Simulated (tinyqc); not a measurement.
Quantum point contact as a saddle point: one step of the calculation.

Potential V0 - m wx^2 x^2/2 + m wy^2 y^2/2; energies are counted from V0. Mode n = 0, 1, ... transmits T_n(E) = 1/(1 + exp(-2 pi (E - E_n)/wx)), E_n = wy (n + 1/2); each mode carries 2 q^2/h.

Task. Transmissions at the Fermi level. At zero temperature g = G/(2 q^2/h) = sum T_n(mu); Fano factor sum T_n (1 - T_n)/sum T_n. Modes beyond those listed are in the sums but add less than 1e-4 to g.

Inputs (values chosen for the exercise): transverse quantum hbar wy wy = 5 meV; curvature of the barrier hbar wx wx = 1.3 meV; Fermi level above the saddle point mu = 3.16 meV.

Constants: q = 1.602176634e-19 C, h = 6.62607015e-34 J s. Results are converted to the units shown.

Give: E_n; T_n; g; G; Fano factor.

Result.

```
mode  E_n (meV)      T_n
0         2.500  0.96045
1         7.500  0.00000
2        12.500  0.00000
```

g = 0.96045
G = 74.417 uS
Fano factor = 0.03955

tinyqc, about 0.05 s, one thread, Intel Xeon 2.30GHz (shared host): `OMP_NUM_THREADS=1 python tinyqc.py 2740133 2740134 out.jsonl`
